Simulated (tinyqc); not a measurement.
Dose and depth of a threshold implant.

Problem. A sheet of D acceptors per cm^2 lies at depth xi inside the depleted layer of a body doped Na. In the depletion approximation VT = Vfb + f2 + q D/Cox + gamma sqrt(f2 + Vsb - q D xi/(eps0 eps_r)), gamma = sqrt(2 eps0 eps_r q Na)/Cox, Cox = eps0 eox/tox. Find gamma, D and xi.

Parameters, values chosen for the exercise; band and dielectric values close to those of silicon:
```
symbol,value,unit,meaning
eps_r,11.8,,relative permittivity
Na,4.3e17,cm^-3,acceptor density deep in the body
eox,25.1,,relative permittivity of the gate insulator (close to zirconium oxide)
tox,8.4,nm,insulator thickness
Vfb,-0.38,V,flat-band voltage
f2,0.896,V,band bending 2 phiF at threshold
```

Constants: q = 1.602176634e-19 C, eps0 = 8.8541878128e-14 F/cm where lengths are in cm. Results are converted to the units shown.

VT against the source at Vsb = 0 and 1.3 V (V): 0.66215641  0.74021446

Solution. With y^2 = f2 - q D xi/(eps0 eps_r) and d the difference of the thresholds over gamma, sqrt(y^2 + Vsb) - y = d gives y = (Vsb - d^2)/(2 d). The first threshold then gives D, and y^2 gives xi.

gamma = 0.143 V^0.5
D = 2.30e11 cm^-2
xi = 13.0 nm

Computed by the program tinyqc: `OMP_NUM_THREADS=1 python tinyqc.py 2080111 2080112 out.jsonl`, one thread of a shared Intel Xeon 2.30GHz, about 0.4 s for the whole run.
